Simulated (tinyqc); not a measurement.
Range and order of the fit: effective mass of the split-off band from tabulated energies.

c = hbar^2/2m0.
Constants: hbar^2/2m0 = 3.80998211 eV angstrom^2.

Energies along [110], from the band edge downward:

| k (1/angstrom) | E (meV) |
|---|---|
| 0.000000 | 0.00000 |
| 0.005500 | 0.68340 |
| 0.011000 | 2.75000 |
| 0.016500 | 6.25000 |
| 0.022000 | 11.26730 |
| 0.027500 | 17.92020 |
| 0.033000 | 26.36080 |
| 0.038500 | 36.77120 |
| 0.044000 | 49.35700 |

reference mass (curvature of the model at k = 0.0001 1/angstrom) = 0.168998 m0

Least-squares fits of E = a k^2 (+ b k^4 + d k^6) over points 1 to n, and the line y = c k^2/E against E; errors of m against the reference.

Results:

| n | E at point n (meV) | one term (%) | two terms (%) | three terms (%) | line (%) | rms residual, one term (meV) |
|---|---|---|---|---|---|---|
| 3 | 6.2 | -1.62 | 0.00 | -0.01 | -0.02 | 0.016 |
| 4 | 11.3 | -2.74 | 0.01 | 0.00 | -0.03 | 0.048 |
| 5 | 17.9 | -4.10 | 0.02 | 0.00 | -0.07 | 0.114 |
| 6 | 26.4 | -5.70 | 0.03 | 0.01 | -0.13 | 0.228 |
| 7 | 36.8 | -7.49 | 0.02 | 0.02 | -0.22 | 0.411 |
| 8 | 49.4 | -9.44 | -0.01 | 0.06 | -0.35 | 0.681 |

The error of the parabola goes from -1.62 to -9.44 % as the range widens, and at n = 8 its residual, 0.68 meV, is only 1.4 % of the top energy: a small residual does not vouch for the mass. Over the full range (n = 8) the best form is two terms (0.01 %); the line errs by -0.02 % at n = 3 and -0.35 % at n = 8. Without scatter, a narrower range or a second term is the cure: at n = 8 the errors are -9.44, -0.01 and +0.06 % for one, two and three terms; the third term does not help there, as the two-term error is passing through zero. Three terms on three points interpolate exactly.

tinyqc: `OMP_NUM_THREADS=1 python tinyqc.py 1880767 1880768 out.jsonl`; about 0.01 s, one thread, shared Intel(R) Xeon(R) Processor @ 2.30GHz.
